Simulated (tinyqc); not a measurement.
## Ground and coupling capacitance from two measurements

Problem. A line has Cg to the planes and Cc to each of two neighbours. Find Cg, Cc, the load when both neighbours switch in antiphase, and the pulse on the line when it floats and both neighbours swing by Vx.

Values chosen for this exercise:
- Vx = 0.8 V (swing)

capacitance with neighbours driven alike and with neighbours grounded (aF/um): [47, 145]

Solution. Driven alike, Cc carries no charge, which leaves Cg; grounded neighbours give Cg + 2 Cc, antiphase Cg + 4 Cc; a floating line divides the swing as 2 Cc/(Cg + 2 Cc).

Cg = 47.0 aF/um
Cc = 49.0 aF/um
load in antiphase = 243 aF/um
pulse = 0.541 V

tinyqc, about 1 s, one thread, Intel Xeon 2.30GHz (shared host): `OMP_NUM_THREADS=1 python tinyqc.py 2790194 2790195 out.jsonl`
